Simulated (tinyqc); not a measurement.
From results back to parameters: band-to-band tunnelling across a p-n junction in a two-band chain. Three cases, with inputs chosen for the exercise.

Problem. In a uniform field T = exp(-B/F), B = (pi/4) sqrt(m/c) Eg^(3/2), c = hbar^2/2m0, 1 V/angstrom = 100 MV/cm. m is the band-edge mass, the same for both bands (twice the reduced mass). The ratio below comes from a hidden m.

Constants: hbar^2/2m0 = 3.80998211 eV angstrom^2.

Case 1.

Values chosen (out of a larger set: gap and mass near those of InGaAs; not measured data): Eg = 0.782 eV (gap); F1 = 0.86 MV/cm (first field); F2 = 3.12 MV/cm (second field).

ln(T2/T1) = 4.993693

Case 2.

Values chosen (out of a larger set: gap and mass near those of GaSb; not measured data): Eg = 0.705 eV (gap); F1 = 1.15 MV/cm (first field); F2 = 2.13 MV/cm (second field).

ln(T2/T1) = 1.976036

Case 3.

Values chosen (out of a larger set: gap and mass near those of GaSb; not measured data): Eg = 0.735 eV (gap); F1 = 1.46 MV/cm (first field); F2 = 3.44 MV/cm (second field).

ln(T2/T1) = 2.019033

Find: B; m.

Solution. B is the logarithm over 1/F1 - 1/F2, and m = c (4B/pi)^2/Eg^3 with B in V/angstrom.

Case 1.

B = 5.929 MV/cm
m = 0.0454 m0

Case 2.

B = 4.939 MV/cm
m = 0.0430 m0

Case 3.

B = 5.121 MV/cm
m = 0.0408 m0

Computed by tinyqc, one run a case: `OMP_NUM_THREADS=1 python tinyqc.py N N+1 out.jsonl` with N = 1451998, 1452017, 1452060; one thread of a shared Intel(R) Xeon(R) Processor @ 2.30GHz, about 0.01 s a run at most.
